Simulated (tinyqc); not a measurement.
Double-gate transistor, scale length and short-channel effects: one step of the calculation.

A body of thickness ts between two insulators of thickness ti and two tied gates. Below threshold the potential that source and drain add obeys Laplace's equation and vanishes on the gate. Its lowest mode decays along the channel as exp(-k y); k is the smallest positive root of the matching condition at the interface, and the scale length is Lambda = pi/k.

Task. Scale length against simple estimates. Lambda = pi/k and l = 1/k. A parabolic potential across the structure gives l(parabolic) = sqrt((eps_r/(2 ei)) ts ti (1 + ei ts/(4 eps_r ti))).

Inputs (values chosen for the exercise); permittivities: semiconductor made up, insulator close to that of hafnium oxide: relative permittivity of the semiconductor eps_r = 14.2; relative permittivity of the insulator ei = 21.9; insulator thickness ti = 8.1 nm; body thickness ts = 11.1 nm.

k = 0.12995465 1/nm

Find: Lambda; l; l(parabolic).

Result.

Lambda = 24.175 nm
l = 7.6950 nm
l(parabolic) = 6.6746 nm

Computed by the program tinyqc: `OMP_NUM_THREADS=1 python tinyqc.py 2420124 2420125 out.jsonl`, one thread of a shared Intel Xeon 2.30GHz, about 0.01 s for the whole run.
